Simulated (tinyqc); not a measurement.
Worked calculation: order-disorder in a binary alloy on two sublattices: Bragg-Williams and pair (quasi-chemical) approximations. Computed by tinyqc, a small Python program that keeps every step. Command: `OMP_NUM_THREADS=1 python tinyqc.py 3007830 3007831 out.jsonl order walk`. One thread of a shared host (Intel(R) Xeon(R) Processor @ 2.30GHz), about 0.01 s of CPU time with the checks. Intermediate numbers are printed to about 5 digits and carried at full precision; extremes and crossings named in words are read from the listed rows.

All z = 8 neighbours of a site lie on the other sublattice. B fills the sublattices with x + eta/2 and x - eta/2; energies are per site, from the pure components: u = -z w y with y the probability of an A-B bond taken in one order.

Inputs (values chosen for the exercise, for a model alloy): ordering energy w = (e_AA + e_BB)/2 - e_AB = 8.66 meV; fraction x of B = 0.45; temperature T = 323 K.

Lattice: bcc (B2 order, z = 8). Method: plain iteration, 400 steps.

scattering factors f_A, f_B (electrons): 17  78

Constants: k_B = 8.617333262e-05 eV/K.

## Critical temperatures

Bragg-Williams: k_B T_c = 2 z w x (1 - x). Pair approximation at x = 1/2: k_B T_c = w/ln(z/(z - 2)).

T_c, Bragg-Williams = 397.96 K

T_c, pair approximation at x = 1/2 = 349.33 K

At x = 1/2 the pair value is 0.869 of the Bragg-Williams one; the ratio tends to 1 as z grows.

## Long-range order, Bragg-Williams

Bragg-Williams: u = -z w [x (1 - x) + eta^2/4]; minimising f gives ln[a (1 - b)/(b (1 - a))] = 2 z w eta/(k_B T) =: ln Q, a = x + eta/2, b = x - eta/2. For given Q this is a quadratic for eta, (Q - 1) eta^2/4 - (Q + 1) eta/2 + (Q - 1) x (1 - x) = 0, smaller root: the map eta -> phi(eta). Plain iteration eta = phi(eta), 400 steps at most; start at 0.999 times 2x; stop when |phi - eta| < 1e-10.

Iteration:
```
step      eta  phi(eta)    phi - eta
1     0.89910   0.78516  -1.1394e-01
2     0.78516   0.73502  -5.0137e-02
3     0.73502   0.70856  -2.6460e-02
4     0.70856   0.69345  -1.5116e-02
5     0.69345   0.68445  -9.0007e-03
6     0.68445   0.67896  -5.4873e-03
7     0.67896   0.67557  -3.3925e-03
...       ...       ...          ...
39    0.66987   0.66987  -1.3963e-09
40    0.66987   0.66987  -8.8297e-10
41    0.66987   0.66987  -5.5836e-10
42    0.66987   0.66987  -3.5308e-10
43    0.66987   0.66987  -2.2328e-10
44    0.66987   0.66987  -1.4119e-10
45    0.66987   0.66987  -8.9284e-11
```

order parameter eta = 0.66987

last residual = 8.9284e-11

Converged: eta is 74.4 % of its largest value 2x. Caution: T is near or above the T_c of the better pair approximation, so the true long-range order is lower than Bragg-Williams gives.

## Energy, entropy and site fractions

a = x + eta/2, b = x - eta/2; u = -z w [x (1 - x) + eta^2/4]; s/k_B = [s2(a) + s2(b)]/2, s2(c) = -c ln c - (1 - c) ln(1 - c); gain on ordering = f(eta) - f(0), f = u - T s. Superlattice over fundamental intensity = [eta (f_B - f_A)/2]^2/[(1 - x) f_A + x f_B]^2.

B fraction on its own sublattice = 0.78493

B fraction on the A sublattice = 0.11507

energy u = -24.919 meV/site

entropy s = 0.43879 k_B/site

gain on ordering = -0.83137 meV/site

intensity ratio = 0.21127

A on the B sublattice: 0.2151, of which 0.1000 is forced by composition.

## Short-range order at the Bragg-Williams T_c

Quasi-chemical disordered state, with T here the Bragg-Williams T_c and not the input T: y^2/[(1 - x - y)(x - y)] = exp(2 w/(k_B T)) =: E, so y = 2 x (1 - x)/(1 + r), r = sqrt(1 - 4 x (1 - x)(1 - 1/E)); Warren-Cowley alpha = 1 - y/(x (1 - x)); u = -z w y.

bond probability y = 0.27819

alpha of the disordered state at the Bragg-Williams T_c = -0.12398

energy of the disordered state = -19.273 meV/site

Short-range order already holds 15 % of the full ordering energy z w x^2, counted from the random alloy at -z w x (1 - x); Bragg-Williams puts none there.

## Both approximations at x = 1/2

At x = 1/2 the alloy is an Ising model with K = w/(2 k_B T). Bragg-Williams: eta = tanh(z K eta), neighbour correlation -eta^2. Pair: h = (z - 1) artanh(tanh K tanh h), eta = tanh(z h/(z - 1)), correlation -(tanh K + tanh^2 h)/(1 + tanh K tanh^2 h). T is given in units of the Bragg-Williams T_c at x = 1/2, z w/(2 k_B).

Order and neighbour correlation:
```
T/T_c   T (K)  eta, Bragg-Williams  correlation, Bragg-Williams  eta, pair  correlation, pair
0.30   120.59              0.99741                     -0.99483    0.99734           -0.99472
0.45   180.89              0.97398                     -0.94863    0.97096           -0.94434
0.55   221.09              0.93553                     -0.87521    0.92253           -0.85847
0.65   261.29              0.87207                     -0.76050    0.83171           -0.71522
0.75   301.49              0.77552                     -0.60143    0.66642           -0.50270
0.85   341.68              0.62950                     -0.39627    0.28927           -0.20895
0.95   381.88              0.37949                     -0.14401    0.00000           -0.13082
1.10   442.18              0.00000                      0.00000    0.00000           -0.11315
1.50   602.97              0.00000                      0.00000    0.00000           -0.08314
```

The pair approximation loses long-range order between T/T_c = 0.85 and 0.95, at 349 K, and keeps a correlation of -0.083 in the last row. At its own T_c the correlation is -1/(z - 1) = -0.143, so the fewer the neighbours, the more of the ordering energy is released above T_c.

Checks made by the program: eta against bracketed root finding (relative difference 4e-10).
